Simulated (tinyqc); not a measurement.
Changing the particle radius h: wafer bonding and layer transfer: bond energy, gap closing, particles, bonding of dissimilar wafers and hydrogen blisters. Computed by tinyqc, a small Python program. Command: `OMP_NUM_THREADS=1 python tinyqc.py 3012326 3012327 out.jsonl bond sweep`. One thread of a shared host (Intel(R) Xeon(R) Processor @ 2.30GHz), about 0.01 s of CPU time with the checks.

gamma is the energy per area of each of the two surfaces; plates are isotropic.

Inputs (values chosen for the exercise, with wafer 1 close to silicon):
```
quantity             value        unit
Young's modulus E1     163         GPa
Young's modulus E2     100         GPa
Poisson ratio nu      0.19           -
thickness t1           725  micrometre
thickness t2           500  micrometre
blade thickness t_b    100  micrometre
crack length L        20.8          mm
```

Pair: two different wafers.

Method. Two cantilevers opened by t_b: gamma = 3 t_b^2 E1 t1^3 E2 t2^3/(16 L^4 (E1 t1^3 + E2 t2^3)). E' = E1/(1 - nu^2), equal wafers assumed. Void radius in the plate regime: R_v = [(2/3) E' t1^3/gamma]^(1/4) h^(1/2). Below h_crit = 5 sqrt(t1 gamma/E') the wafers deform locally and R_v is of the order of h (taken as h).

One run for each value:
```
particle radius h (micrometre)  void radius (micrometre)  critical particle radius (micrometre)
0.01                                           1.000e-02                                 0.1057
0.024                                          2.400e-02                                 0.1057
0.056                                          5.600e-02                                 0.1057
0.13                                           1.625e+03                                 0.1057
0.32                                           2.549e+03                                 0.1057
0.75                                           3.902e+03                                 0.1057
1.8                                            6.045e+03                                 0.1057
4.2                                            9.234e+03                                 0.1057
10                                             1.425e+04                                 0.1057
```

Describe and explain the trends.

At the high end the exponent of void radius is 0.50, close to 0.50: plate bending. The void radius jumps by orders of magnitude at the critical particle size, where bending of the whole wafer takes over.
